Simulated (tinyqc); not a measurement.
What each parameter does: hydrogenic donor in a hard-walled well (variational).

Trial function cos(pi z/L) exp(-r/lam), r measured from the donor at zi, walls at +/- L/2, one eps everywhere. Counted from the lowest subband, E(lam) = c/(m lam^2) - (q/eps) I0/I1, with I0 the integral of cos^2(pi z/L) exp(-2|z - zi|/lam) over the well and I1 the same with the factor (|z - zi| + lam/2); c = hbar^2/2m0, q = e^2/(4 pi eps0). The binding energy is -E at the minimum.

Constants: hbar^2/2m0 = 3.80998211 eV angstrom^2; e^2/(4 pi eps0) = 14.39964547 eV angstrom; Ry = 13.60569312 eV.

Parameters, chosen for this exercise (near those of GaAs; not measured data): m = 0.065 m0 (mass); eps = 12.7 (dielectric constant); L = 362 angstrom (well width); zi = 162 angstrom (position of the donor from the centre).

The minimum over lam; Ry* = Ry m/eps^2.

Results for these values:

| case | binding (meV) | lam (angstrom) | binding/Ry* |
|---|---|---|---|
| base | 3.68 | 186.3 | 0.670 |

What happens to each result for zi = 81 angstrom, all else kept?

Answer: binding rises from 3.68 to 6.58; lam falls from 186.3 to 111.9; binding/Ry* rises from 0.670 to 1.201.

The same for each parameter in turn:

| case | binding (meV) | lam (angstrom) | binding/Ry* |
|---|---|---|---|
| base | 3.68 | 186.3 | 0.670 |
| m = 0.055 m0 | 3.41 | 212.7 | 0.734 |
| eps = 14 | 3.19 | 201.5 | 0.707 |
| L = 471 angstrom | 4.52 | 130.0 | 0.825 |
| zi = 81 angstrom | 6.58 | 111.9 | 1.201 |

Program tinyqc; command `OMP_NUM_THREADS=1 python tinyqc.py 1282791 1282792 out.jsonl`; about 0.04 s on one thread of a shared Intel(R) Xeon(R) Processor @ 2.30GHz.
